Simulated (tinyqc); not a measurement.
## Permittivity and interface capacitance from two thicknesses

Question. 1/C = t/(eps0 ek) + 2/ci for planar capacitors that differ only in thickness. Find ek, ci and the EOT of the interfaces, 2 x 3.9 eps0/ci.

Constants: eps0 = 8.8541878128e-14 F/cm where lengths are in cm. Results are converted to the units shown.

C at t = 16 and 47 nm (uF/cm^2): [7.7901369, 2.6794970]

Answer. 1/C is a straight line in t: the slope gives ek and the intercept 2/ci. A single thickness would give only the effective permittivity; when the interfaces are a small part of 1/C, ci needs very accurate data.

ek = 143.0
ci = 1000 uF/cm^2
EOT of the interfaces = 0.006906 nm

Program tinyqc, `OMP_NUM_THREADS=1 python tinyqc.py 2102069 2102070 out.jsonl`; Intel Xeon 2.30GHz, shared host, one thread, about 0.01 s.
